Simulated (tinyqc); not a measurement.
What moves the carrier density: donors with valley-orbit split 1s states.

Each donor binds at most one electron, in any of its states. For a site s, W_s = sum over its states of g exp(E/kT), and the ionised share is 1/(1 + W_s exp(eta)), eta = (EF - Ec)/kT; n = Nc F_1/2(eta); neutrality n + NA = ND x (mean ionised share); holes are neglected. Nc from N = 2 (m kB T/(4 pi c))^(3/2) with c = hbar^2/2m0, in 1/angstrom^3; times 1e24 for 1/cm^3, m = md. F_j(eta) = (1/Gamma(j + 1)) integral_0^infinity x^j dx/(1 + exp(x - eta)), which tends to exp(eta) for eta << 0.

Mobility (Caughey-Thomas form): mu = mu0 + (mu1 (T/300)^(-ga) - mu0)/(1 + ((ND + NA)/Nr)^de); rho = 1/(e n mu), e = 1.602176634e-19 C.

Constants: hbar^2/2m0 = 3.80998211 eV angstrom^2; kB = 8.617333262e-05 eV/K.

Inputs chosen for the exercise (near those of P in Si; the results hold for these values, not for the real material):
```
symbol  value               unit        meaning
md      1.077               m0          density-of-states mass of the conduction band
E       (44.4, 32.2, 31.9)  meV         binding energies of 1s(A1), 1s(T2), 1s(E)
g       (2, 6, 4)                       their degeneracies with spin
ND      2e+15               1/cm^3      donors
NA      0                   1/cm^3      compensating acceptors, all ionised
T       250                 K
mu0     64                  cm^2/(V s)  mobility at heavy doping
mu1     1339                cm^2/(V s)  mobility at light doping and 300 K
Nr      9.3e+16             1/cm^3      reference doping
de      0.72                            doping exponent
ga      2.3                             temperature exponent
```

All results formed anew.

Results for these values:
```
case     eta  n (1/cm^3)  rho (ohm cm)
base  -9.281   1.989e+15         1.635
```

What happens to each result for NA = 2e+14 1/cm^3, all else kept?

Answer: eta falls from -9.281 to -9.386; n falls from 1.989e+15 to 1.790e+15; rho rises from 1.635 to 1.824.

The same for each parameter in turn:
```
case                           eta  n (1/cm^3)  rho (ohm cm)
base                        -9.281   1.989e+15         1.635
E = (49.4, 32.2, 31.9) meV  -9.281   1.988e+15         1.635
md = 1.185 m0               -9.423   1.990e+15         1.634
ND = 4e+15 1/cm^3           -8.593   3.956e+15        0.8523
NA = 2e+14 1/cm^3           -9.386   1.790e+15         1.824
T = 280 K                   -9.449   1.992e+15         2.117
Nr = 1.86e+17 1/cm^3        -9.281   1.989e+15         1.598
```

Run: tinyqc, `OMP_NUM_THREADS=1 python tinyqc.py 1682520 1682521 out.jsonl`; Intel(R) Xeon(R) Processor @ 2.30GHz, one thread, shared host; about 0.01 s of CPU time with all checks.
